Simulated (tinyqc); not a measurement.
Worked calculation: RHF in the sto-3g basis, for BeH+, spin multiplicity 1. Computed by tinyqc, a small Python program that keeps every step (integrals from PySCF). Settings: charge = 1, multiplicity = 1, basis = sto-3g, energy threshold = 1e-09, iteration cap = 59, orthogonalisation = canonical, start = core, DIIS depth = 8, method = RHF. Command: `OMP_NUM_THREADS=1 python tinyqc.py 21019 21020 out.jsonl` (the two numbers bound the seeds that draw the settings). One thread of a shared host (Intel(R) Xeon(R) Processor @ 2.60GHz), about 0.08 s of CPU time with the checks. Later iterations appear only in the table of the cycle.

## One-electron integrals

Geometry (angstrom):
```
atom         x         y         z
Be    0.000000  0.000000  0.000000
H     0.000000  0.000000  1.335000
```

Basis sto-3g: exponents (1/bohr^2) and contraction coefficients of normalised primitives:
```
element  l (shell)   exponent  coefficient
Be           s (1)  30.167871     0.154329
Be           s (1)   5.495115     0.535328
Be           s (1)   1.487193     0.444635
Be           s (2)   1.314833    -0.099967
Be           s (2)   0.305539     0.399513
Be           s (2)   0.099371     0.700115
Be           p (3)   1.314833     0.155916
Be           p (3)   0.305539     0.607684
Be           p (3)   0.099371     0.391957
H            s (1)   3.425251     0.154329
H            s (1)   0.623914     0.535328
H            s (1)   0.168855     0.444635
```

Overlap, kinetic and nuclear-attraction integrals over the contracted functions; the nuclear repulsion is the sum of Za Zb / Rab.

nuclear repulsion = 1.58554970 hartree

overlap S:
```
           1Be 1s    1Be 2s   1Be 2px   1Be 2py   1Be 2pz     2H 1s
1Be 1s   1.000000  0.259517  0.000000  0.000000  0.000000  0.070258
1Be 2s   0.259517  1.000000  0.000000  0.000000  0.000000  0.461987
1Be 2px  0.000000  0.000000  1.000000  0.000000  0.000000  0.000000
1Be 2py  0.000000  0.000000  0.000000  1.000000  0.000000  0.000000
1Be 2pz  0.000000  0.000000  0.000000  0.000000  1.000000  0.527301
2H 1s    0.070258  0.461987  0.000000  0.000000  0.527301  1.000000
```

kinetic energy T (hartree):
```
            1Be 1s     1Be 2s   1Be 2px   1Be 2py   1Be 2pz      2H 1s
1Be 1s    6.693975  -0.033012  0.000000  0.000000  0.000000  -0.016430
1Be 2s   -0.033012   0.211111  0.000000  0.000000  0.000000   0.069893
1Be 2px   0.000000   0.000000  0.660592  0.000000  0.000000   0.000000
1Be 2py   0.000000   0.000000  0.000000  0.660592  0.000000   0.000000
1Be 2pz   0.000000   0.000000  0.000000  0.000000  0.660592   0.195616
2H 1s    -0.016430   0.069893  0.000000  0.000000  0.195616   0.760032
```

nuclear attraction V (hartree):
```
             1Be 1s     1Be 2s    1Be 2px    1Be 2py    1Be 2pz      2H 1s
1Be 1s   -14.957480  -2.002115   0.000000   0.000000  -0.018134  -0.544323
1Be 2s    -2.002115  -2.683509   0.000000   0.000000  -0.149030  -1.262439
1Be 2px    0.000000   0.000000  -2.626039   0.000000   0.000000   0.000000
1Be 2py    0.000000   0.000000   0.000000  -2.626039   0.000000   0.000000
1Be 2pz   -0.018134  -0.149030   0.000000   0.000000  -2.743219  -1.427384
2H 1s     -0.544323  -1.262439   0.000000   0.000000  -1.427384  -2.799343
```

core Hamiltonian H = T + V (hartree):
```
            1Be 1s     1Be 2s    1Be 2px    1Be 2py    1Be 2pz      2H 1s
1Be 1s   -8.263505  -2.035127   0.000000   0.000000  -0.018134  -0.560753
1Be 2s   -2.035127  -2.472398   0.000000   0.000000  -0.149030  -1.192546
1Be 2px   0.000000   0.000000  -1.965447   0.000000   0.000000   0.000000
1Be 2py   0.000000   0.000000   0.000000  -1.965447   0.000000   0.000000
1Be 2pz  -0.018134  -0.149030   0.000000   0.000000  -2.082627  -1.231768
2H 1s    -0.560753  -1.192546   0.000000   0.000000  -1.231768  -2.039312
```

## Two-electron integrals

Functions are numbered as in S; the eight-fold symmetry (ij|kl) = (ji|kl) = (kl|ij) leaves the list below.

Two-electron integrals (ij|kl) in chemists' order, unique and non-zero (hartree):
```
(11|11) 2.298831   (21|11) 0.392036   (21|21) 0.079539   (22|11) 0.570988
(22|21) 0.143041   (22|22) 0.417683   (31|31) 0.014607   (32|31) 0.021888
(32|32) 0.092265   (33|11) 0.569578   (33|21) 0.143083   (33|22) 0.417589
(33|33) 0.449859   (41|41) 0.014607   (42|41) 0.021888   (42|42) 0.092265
(43|43) 0.024249   (44|11) 0.569578   (44|21) 0.143083   (44|22) 0.417589
(44|33) 0.401360   (44|44) 0.449859   (51|51) 0.014607   (52|51) 0.021888
(52|52) 0.092265   (53|53) 0.024249   (54|54) 0.024249   (55|11) 0.569578
(55|21) 0.143083   (55|22) 0.417589   (55|33) 0.401360   (55|44) 0.401360
(55|55) 0.449859   (61|11) 0.105118   (61|21) 0.021305   (61|22) 0.038577
(61|33) 0.038295   (61|44) 0.038295   (61|51) 0.001917   (61|52) 0.003574
(61|55) 0.039164   (61|61) 0.005994   (62|11) 0.228068   (62|21) 0.057826
(62|22) 0.180688   (62|33) 0.174167   (62|44) 0.174167   (62|51) 0.007610
(62|52) 0.044370   (62|55) 0.193569   (62|61) 0.017108   (62|62) 0.111252
(63|31) 0.005641   (63|32) 0.025529   (63|53) 0.007938   (63|63) 0.011026
(64|41) 0.005641   (64|42) 0.025529   (64|54) 0.007938   (64|64) 0.011026
(65|11) 0.235421   (65|21) 0.060476   (65|22) 0.198336   (65|33) 0.186614
(65|44) 0.186614   (65|51) 0.012494   (65|52) 0.069507   (65|55) 0.221575
(65|61) 0.018815   (65|62) 0.139629   (65|65) 0.182258   (66|11) 0.392594
(66|21) 0.101409   (66|22) 0.352598   (66|33) 0.327004   (66|44) 0.327004
(66|51) 0.016614   (66|52) 0.121390   (66|55) 0.403499   (66|61) 0.030996
(66|62) 0.269239   (66|65) 0.360492   (66|66) 0.774606
```

## Orthogonalisation

S = U s U^T; canonical form X = U s^(-1/2), so that X^T S X = 1. Each column of U has its largest component positive (the first on a tie).

eigenvalues of S: 0.290946  0.793592  1.000000  1.000000  1.172133  1.743328

X:
```
                 1          2          3         4          5         6
1Be 1s    0.206707   0.803781   0.000000  0.000000   0.596638  0.181777
1Be 2s   -0.912465  -0.588197   0.000000  0.000000   0.441900  0.381935
1Be 2px   0.000000   0.000000  -0.436216  0.899842   0.000000  0.000000
1Be 2py   0.000000   0.000000   0.899842  0.436216   0.000000  0.000000
1Be 2pz  -0.955114   0.482118   0.000000  0.000000  -0.522322  0.363496
2H 1s     1.284327  -0.188721   0.000000  0.000000  -0.170508  0.512415
```

Within a degenerate level the vectors are fixed only up to a rotation; this is one choice.

## Starting guess

The start is the orbitals of the core Hamiltonian; D = 2 C_occ C_occ^T.

D at the start:
```
            1Be 1s     1Be 2s   1Be 2px   1Be 2py    1Be 2pz      2H 1s
1Be 1s    2.080078  -0.269105  0.000000  0.000000  -0.195699  -0.059599
1Be 2s   -0.269105   0.847372  0.000000  0.000000   0.730319   0.273515
1Be 2px   0.000000   0.000000  0.000000  0.000000   0.000000   0.000000
1Be 2py   0.000000   0.000000  0.000000  0.000000   0.000000   0.000000
1Be 2pz  -0.195699   0.730319  0.000000  0.000000   0.630094   0.236228
2H 1s    -0.059599   0.273515  0.000000  0.000000   0.236228   0.088658
```

## Iteration 1: building the Fock matrix

J_ij = sum D_kl (ij|kl), K_ij = sum D_kl (ik|jl); F = H + J - 0.5 K; E = tr D H + tr D J / 2 - 0.25 tr D K + E_nn.

Coulomb J (hartree):
```
           1Be 1s    1Be 2s   1Be 2px   1Be 2py   1Be 2pz     2H 1s
1Be 1s   5.671738  1.050678  0.000000  0.000000  0.037564  0.289304
1Be 2s   1.050678  1.946976  0.000000  0.000000  0.193646  0.928841
1Be 2px  0.000000  0.000000  1.922375  0.000000  0.000000  0.000000
1Be 2py  0.000000  0.000000  0.000000  1.922375  0.000000  0.000000
1Be 2pz  0.037564  0.193646  0.000000  0.000000  1.986743  1.053664
2H 1s    0.289304  0.928841  0.000000  0.000000  1.053664  1.868454
```

exchange K (hartree):
```
           1Be 1s    1Be 2s   1Be 2px   1Be 2py   1Be 2pz     2H 1s
1Be 1s   4.647912  0.791070  0.000000  0.000000  0.023402  0.231475
1Be 2s   0.791070  0.623304  0.000000  0.000000  0.476923  0.585335
1Be 2px  0.000000  0.000000  0.130085  0.000000  0.000000  0.000000
1Be 2py  0.000000  0.000000  0.000000  0.130085  0.000000  0.000000
1Be 2pz  0.023402  0.476923  0.000000  0.000000  0.537615  0.599823
2H 1s    0.231475  0.585335  0.000000  0.000000  0.599823  0.791534
```

Fock matrix F (hartree):
```
            1Be 1s     1Be 2s    1Be 2px    1Be 2py    1Be 2pz      2H 1s
1Be 1s   -4.915723  -1.379984   0.000000   0.000000   0.007729  -0.387187
1Be 2s   -1.379984  -0.837074   0.000000   0.000000  -0.193846  -0.556373
1Be 2px   0.000000   0.000000  -0.108114   0.000000   0.000000   0.000000
1Be 2py   0.000000   0.000000   0.000000  -0.108114   0.000000   0.000000
1Be 2pz   0.007729  -0.193846   0.000000   0.000000  -0.364691  -0.478015
2H 1s    -0.387187  -0.556373   0.000000   0.000000  -0.478015  -0.566624
```

total energy of this density = -14.56517970 hartree

## Iteration 1: diagonalisation and new density

Diagonalise F' = X^T F X, C = X C', fill 2 alpha and 2 beta electrons from the bottom; D = 2 C_occ C_occ^T. Each column has its largest component positive (the first on a tie).

F' = X^T F X (hartree):
```
           1          2          3          4          5          6
1   0.276518  -0.251869   0.000000   0.000000  -0.159720  -0.018477
2  -0.251869  -2.068702   0.000000   0.000000  -2.094540  -0.830398
3   0.000000   0.000000  -0.108114   0.000000   0.000000   0.000000
4   0.000000   0.000000   0.000000  -0.108114   0.000000   0.000000
5  -0.159720  -2.094540   0.000000   0.000000  -2.594848  -1.011066
6  -0.018477  -0.830398   0.000000   0.000000  -1.011066  -1.193895
```

orbital energies (hartree): MO1 -4.918354, MO2 -0.743680, MO3 -0.228204, MO4 -0.108114, MO5 -0.108114, MO6 0.309310

coefficients C:
```
               MO1        MO2        MO3        MO4       MO5        MO6
1Be 1s    0.993160  -0.184717  -0.212597   0.000000  0.000000   0.110119
1Be 2s    0.025274   0.521960   0.811800   0.000000  0.000000  -0.766563
1Be 2px   0.000000   0.000000   0.000000  -0.368313  0.929702   0.000000
1Be 2py   0.000000   0.000000   0.000000   0.929702  0.368313   0.000000
1Be 2pz  -0.000510   0.374909  -0.598250   0.000000  0.000000  -1.025265
2H 1s    -0.000216   0.459741  -0.216263   0.000000  0.000000   1.310962
```

D after iteration 1:
```
            1Be 1s     1Be 2s   1Be 2px   1Be 2py    1Be 2pz      2H 1s
1Be 1s    2.040976  -0.142628  0.000000  0.000000  -0.139516  -0.170272
1Be 2s   -0.142628   0.546162  0.000000  0.000000   0.391349   0.479922
1Be 2px   0.000000   0.000000  0.000000  0.000000   0.000000   0.000000
1Be 2py   0.000000   0.000000  0.000000  0.000000   0.000000   0.000000
1Be 2pz  -0.139516   0.391349  0.000000  0.000000   0.281113   0.344722
2H 1s    -0.170272   0.479922  0.000000  0.000000   0.344722   0.422723
```

Within a degenerate level the vectors are fixed only up to a rotation; this is one choice.

## Iteration 2: building the Fock matrix

As before.

Coulomb J (hartree):
```
           1Be 1s    1Be 2s   1Be 2px   1Be 2py   1Be 2pz     2H 1s
1Be 1s   5.563376  1.028605  0.000000  0.000000  0.035345  0.283262
1Be 2s   1.028605  1.916171  0.000000  0.000000  0.206715  0.945729
1Be 2px  0.000000  0.000000  1.883604  0.000000  0.000000  0.000000
1Be 2py  0.000000  0.000000  0.000000  1.883604  0.000000  0.000000
1Be 2pz  0.035345  0.206715  0.000000  0.000000  1.972004  1.090424
2H 1s    0.283262  0.945729  0.000000  0.000000  1.090424  1.992583
```

exchange K (hartree):
```
            1Be 1s    1Be 2s   1Be 2px   1Be 2py    1Be 2pz     2H 1s
1Be 1s    4.616082  0.806522  0.000000  0.000000  -0.000854  0.221930
1Be 2s    0.806522  0.606953  0.000000  0.000000   0.431114  0.640229
1Be 2px   0.000000  0.000000  0.113493  0.000000   0.000000  0.000000
1Be 2py   0.000000  0.000000  0.000000  0.113493   0.000000  0.000000
1Be 2pz  -0.000854  0.431114  0.000000  0.000000   0.492690  0.658133
2H 1s     0.221930  0.640229  0.000000  0.000000   0.658133  1.047241
```

Fock matrix F (hartree):
```
            1Be 1s     1Be 2s    1Be 2px    1Be 2py    1Be 2pz      2H 1s
1Be 1s   -5.008170  -1.409783   0.000000   0.000000   0.017638  -0.388457
1Be 2s   -1.409783  -0.859704   0.000000   0.000000  -0.157872  -0.566932
1Be 2px   0.000000   0.000000  -0.138589   0.000000   0.000000   0.000000
1Be 2py   0.000000   0.000000   0.000000  -0.138589   0.000000   0.000000
1Be 2pz   0.017638  -0.157872   0.000000   0.000000  -0.356968  -0.470410
2H 1s    -0.388457  -0.566932   0.000000   0.000000  -0.470410  -0.570350
```

total energy of this density = -14.66071461 hartree

## Iteration 2: DIIS over 2 matrices

error matrix X^T (FDS - SDF) X:
```
           1          2         3         4         5          6
1   0.000000   0.019550  0.000000  0.000000  0.011542  -0.052445
2  -0.019550   0.000000  0.000000  0.000000  0.009814   0.029130
3   0.000000   0.000000  0.000000  0.000000  0.000000   0.000000
4   0.000000   0.000000  0.000000  0.000000  0.000000   0.000000
5  -0.011542  -0.009814  0.000000  0.000000  0.000000  -0.024689
6   0.052445  -0.029130  0.000000  0.000000  0.024689   0.000000
```

B (overlaps of the stored error matrices):
```
               1              2
1  4.8096937e-01  6.0386191e-02
2  6.0386191e-02  9.6406944e-03
```

Minimise |sum c_i e_i|^2 with sum c_i = 1: solve [B -1; -1 0][c; lambda] = [0; -1] with B_ij = tr e_i^T e_j, and take F = sum c_i F_i.

DIIS coefficients: -0.137210  1.137210

extrapolated F (hartree):
```
            1Be 1s     1Be 2s    1Be 2px    1Be 2py    1Be 2pz      2H 1s
1Be 1s   -5.020855  -1.413872   0.000000   0.000000   0.018998  -0.388631
1Be 2s   -1.413872  -0.862809   0.000000   0.000000  -0.152936  -0.568380
1Be 2px   0.000000   0.000000  -0.142771   0.000000   0.000000   0.000000
1Be 2py   0.000000   0.000000   0.000000  -0.142771   0.000000   0.000000
1Be 2pz   0.018998  -0.152936   0.000000   0.000000  -0.355908  -0.469366
2H 1s    -0.388631  -0.568380   0.000000   0.000000  -0.469366  -0.570861
```

## Iteration 2: diagonalisation and new density

As before.

F' = X^T F X (hartree):
```
           1          2          3          4          5          6
1   0.337423  -0.247252   0.000000   0.000000  -0.161185  -0.046914
2  -0.247252  -2.129864   0.000000   0.000000  -2.120667  -0.836259
3   0.000000   0.000000  -0.142771   0.000000   0.000000   0.000000
4   0.000000   0.000000   0.000000  -0.142771   0.000000   0.000000
5  -0.161185  -2.120667   0.000000   0.000000  -2.675158  -1.043954
6  -0.046914  -0.836259   0.000000   0.000000  -1.043954  -1.194679
```

orbital energies (hartree): MO1 -5.023821, MO2 -0.737025, MO3 -0.265748, MO4 -0.142771, MO5 -0.142771, MO6 0.364315

coefficients C:
```
               MO1        MO2        MO3       MO4        MO5        MO6
1Be 1s    0.992831  -0.186341  -0.206626  0.000000   0.000000   0.121162
1Be 2s    0.026734   0.521625   0.776297  0.000000   0.000000  -0.802667
1Be 2px   0.000000   0.000000   0.000000  0.198177   0.980166   0.000000
1Be 2py   0.000000   0.000000   0.000000  0.980166  -0.198177   0.000000
1Be 2pz  -0.002547   0.323413  -0.634224  0.000000   0.000000  -1.021169
2H 1s    -0.001322   0.494759  -0.198847  0.000000   0.000000   1.300933
```

D after iteration 2:
```
            1Be 1s     1Be 2s   1Be 2px   1Be 2py    1Be 2pz      2H 1s
1Be 1s    2.040874  -0.141315  0.000000  0.000000  -0.125589  -0.187014
1Be 2s   -0.141315   0.545616  0.000000  0.000000   0.337265   0.516087
1Be 2px   0.000000   0.000000  0.000000  0.000000   0.000000   0.000000
1Be 2py   0.000000   0.000000  0.000000  0.000000   0.000000   0.000000
1Be 2pz  -0.125589   0.337265  0.000000  0.000000   0.209206   0.320030
2H 1s    -0.187014   0.516087  0.000000  0.000000   0.320030   0.489576
```

Within a degenerate level the vectors are fixed only up to a rotation; this is one choice.

## Iteration 7 (converged): orbitals

converged F (hartree):
```
            1Be 1s     1Be 2s    1Be 2px    1Be 2py    1Be 2pz      2H 1s
1Be 1s   -5.018947  -1.411206   0.000000   0.000000   0.016905  -0.387774
1Be 2s   -1.411206  -0.877071   0.000000   0.000000  -0.151894  -0.576114
1Be 2px   0.000000   0.000000  -0.144177   0.000000   0.000000   0.000000
1Be 2py   0.000000   0.000000   0.000000  -0.144177   0.000000   0.000000
1Be 2pz   0.016905  -0.151894   0.000000   0.000000  -0.338595  -0.458635
2H 1s    -0.387774  -0.576114   0.000000   0.000000  -0.458635  -0.575203
```

As before.

F' = X^T F X (hartree):
```
           1          2          3          4          5          6
1   0.328151  -0.248322   0.000000   0.000000  -0.155761  -0.051621
2  -0.248322  -2.138360   0.000000   0.000000  -2.119883  -0.824488
3   0.000000   0.000000  -0.144177   0.000000   0.000000   0.000000
4   0.000000   0.000000   0.000000  -0.144177   0.000000   0.000000
5  -0.155761  -2.119883   0.000000   0.000000  -2.667536  -1.053085
6  -0.051621  -0.824488   0.000000   0.000000  -1.053085  -1.194036
```

orbital energies (hartree): MO1 -5.021802, MO2 -0.741293, MO3 -0.264247, MO4 -0.144177, MO5 -0.144177, MO6 0.355562

coefficients C:
```
               MO1        MO2        MO3        MO4       MO5        MO6
1Be 1s    0.992932  -0.192311  -0.200835   0.000000  0.000000   0.120747
1Be 2s    0.026465   0.542609   0.765609   0.000000  0.000000  -0.799023
1Be 2px   0.000000   0.000000   0.000000   0.709370  0.704836   0.000000
1Be 2py   0.000000   0.000000   0.000000  -0.704836  0.709370   0.000000
1Be 2pz  -0.001978   0.296085  -0.635517   0.000000  0.000000  -1.028629
2H 1s    -0.001600   0.495395  -0.226865   0.000000  0.000000   1.296097
```

D after iteration 7:
```
            1Be 1s     1Be 2s   1Be 2px   1Be 2py    1Be 2pz      2H 1s
1Be 1s    2.045794  -0.156145  0.000000  0.000000  -0.117809  -0.193718
1Be 2s   -0.156145   0.590249  0.000000  0.000000   0.321212   0.537527
1Be 2px   0.000000   0.000000  0.000000  0.000000   0.000000   0.000000
1Be 2py   0.000000   0.000000  0.000000  0.000000   0.000000   0.000000
1Be 2pz  -0.117809   0.321212  0.000000  0.000000   0.175340   0.293364
2H 1s    -0.193718   0.537527  0.000000  0.000000   0.293364   0.490838
```

Within a degenerate level the vectors are fixed only up to a rotation; this is one choice.

## Convergence

Stop when the energy changes by less than 1e-09 hartree and every element of the error matrix X^T (F D S - S D F) X is below 9e-06.

Course of the cycle:
```
iteration   E (hartree)     change  largest element of the error matrix
1          -14.56517970          -                             3.28e-01
2          -14.66071461  -9.55e-02                             5.24e-02
3          -14.66414575  -3.43e-03                             1.11e-02
4          -14.66468153  -5.36e-04                             2.49e-03
5          -14.66470783  -2.63e-05                             4.52e-05
6          -14.66470784  -6.63e-09                             5.99e-06
7          -14.66470784  -1.16e-10                             2.75e-08
```

PySCF RHF in the same basis = -14.66470784 hartree

Converged in 7 iterations.

## Populations, bond orders and dipole

Mulliken: Z minus the diagonal of D S on the atom; Loewdin: the same with S^(1/2) D S^(1/2); Mayer order: 2 sum_s sum (D(s) S)_ij (D(s) S)_ji over the two atoms.

Charges (e):
```
atom  Mulliken   Loewdin
1Be   0.880250  0.910552
2H    0.119750  0.089448
```

Mayer bond orders:
```
pair     order
2-1   0.985660
```

dipole moment about the origin, x y z (debye): 0.000000  0.000000  -2.610655
